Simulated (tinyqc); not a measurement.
# Stillinger-Weber potential for a tetrahedral semiconductor, step by step

A worked calculation. Computed by tinyqc, a small Python program that keeps every step. Command: `OMP_NUM_THREADS=1 python tinyqc.py 3010256 3010257 out.jsonl swsi walk`. One thread of a shared host (Intel(R) Xeon(R) Processor @ 2.30GHz), about 0.03 s of CPU time with the checks. Intermediate numbers are printed to about 5 digits and carried at full precision; extremes and crossings named in words are read from the listed rows.

With x = r/sigma: pair term eps A (B x^-4 - 1) exp(1/(x - a)); for each pair of neighbours j, k of atom i, three-body term eps lambda exp(gamma/(x_ij - a) + gamma/(x_ik - a)) (cos theta_jik + 1/3)^2; both vanish beyond x = a. A = 7.049556277, B = 0.6022245584, a = 1.8.

Inputs (values chosen for the exercise, modelled on silicon):
```
quantity                    value      unit
energy scale eps            2.071        eV
length scale sigma           2.08  angstrom
three-body strength lambda     20         -
gamma                         1.1         -
bond 1 of the trimer         2.41  angstrom
bond 2 of the trimer         2.23  angstrom
angle of the trimer theta     151   degrees
```

displacement of one atom (angstrom): 0.14  0.2  0.0023

Constants: 1 eV/angstrom^3 = 160.2176634 GPa.

## A trimer

Atom 1 binds atoms 2 and 3 at the angle theta; the third side follows from the cosine rule. Sum the three pair terms and the three-body terms centred on each atom.

distance 2-3 = 4.4924 angstrom

pair terms (eV): 1-2 -2.0444, 1-3 -2.0111, 2-3 0.0000

three-body term at atom 1 = 0.48180 eV

three-body terms at atoms 2 and 3 = 0 eV

energy of the trimer = -3.5736 eV

The cut-off is 3.744 angstrom, so atoms 2 and 3 do not interact directly.

## The diamond lattice

All angles are tetrahedral, so only the pair term acts; its minimum lies at x = 2^(1/6) with depth eps, and second neighbours lie beyond the cut-off. a0 = 4 d/sqrt3; E = -2 eps per atom.

bond length d = 2.3347 angstrom

lattice constant a0 = 5.3918 angstrom

energy per atom = -4.142 eV

## Elastic constants and internal strain

Second derivatives of the energy per atom, volume a0^3/8: e_xx gives C11, e_xx = -e_yy gives 2 (C11 - C12), e_xy = e_yx = h/2 gives the unrelaxed C44(0). Under that shear the second sublattice shifts by u_z; minimising over u_z gives C44 = C44(0) - E_hu^2/(E_uu V) and Kleinman's zeta = |E_hu/E_uu|/(a0/4). The optical force constant is k = 4 E_uu, with M omega^2 = k at the zone centre.

C11 = 161.44 GPa

C12 = 67.776 GPa

unrelaxed C44(0) = 109.40 GPa

C44 = 65.937 GPa

internal strain zeta = 0.55597

optical force constant k = 37.860 eV/angstrom^2

Internal relaxation lowers C44 by 40 %. zeta = 1 would keep all bond lengths equal under shear and 0 would move atoms with the lattice; the value here is 0.56. Caution: the original fit to silicon is too soft in shear (C44) and too stiff for the optical mode.

## One atom displaced in the eight-atom cell

Cubic cell of side a0 with periodic images; atoms 1 to 4 at (0,0,0), (0,1/2,1/2), (1/2,0,1/2), (1/2,1/2,0), atoms 5 to 8 shifted by (1/4,1/4,1/4). Atom 5 is moved by u. Forces are minus the gradient of the total energy.

bond lengths from atom 5 to atoms 1 to 4 (angstrom): 2.5364  2.3114  2.3804  2.1448

rise of the pair energy = 0.39888 eV

three-body energy = 0.14245 eV

forces (eV/angstrom):
```
              x        y        z
atom 5  -2.5525  -3.6222   0.7156
atom 1   0.9423   1.0462   0.6440
atom 2   0.0983   0.5975   0.0938
atom 3   0.1430   0.5246  -0.2135
atom 4   1.4576   1.5886  -1.2812
```

Bond bending carries 26 % of the energy rise. The four neighbours take up a total force of 4.654 against 4.489 eV/angstrom on atom 5; the difference acts on atoms 6 to 8.

## Diamond against structures with more neighbours

Each structure is relaxed in its neighbour distance d (lowest minimum for d between sigma and 1.7 sigma), with all neighbours inside the cut-off, second shells too where they fall inside.

Energies per atom (eV):
```
structure     first neighbours  d (angstrom)     pair  three-body    total  volume (angstrom^3)
diamond                      4        2.3347  -4.1420      0.0000  -4.1420               19.594
simple cubic                 6        2.6472  -5.0651      1.7029  -3.3622               18.551
bcc                          8        2.8681  -4.8514      1.9146  -2.9368               18.161
fcc                         12        2.9907  -4.7577      2.0332  -2.7246               18.914
```

The order is diamond < simple cubic < bcc < fcc, the lowest two 0.780 eV apart. Against diamond the pair energy changes by -0.92 (simple cubic), -0.71 (bcc), -0.62 (fcc) eV, while angles away from 109.47 degrees cost 1.70, 1.91, 2.03 eV; the bonds stretch to 2.99 angstrom in fcc to weaken that penalty.

Checks made by the program: lattice sum at a0 (relative difference below 1e-10); B from the pair term alone, phi''(d)/(3 a0), against (C11 + 2 C12)/3 (relative difference 6e-07).
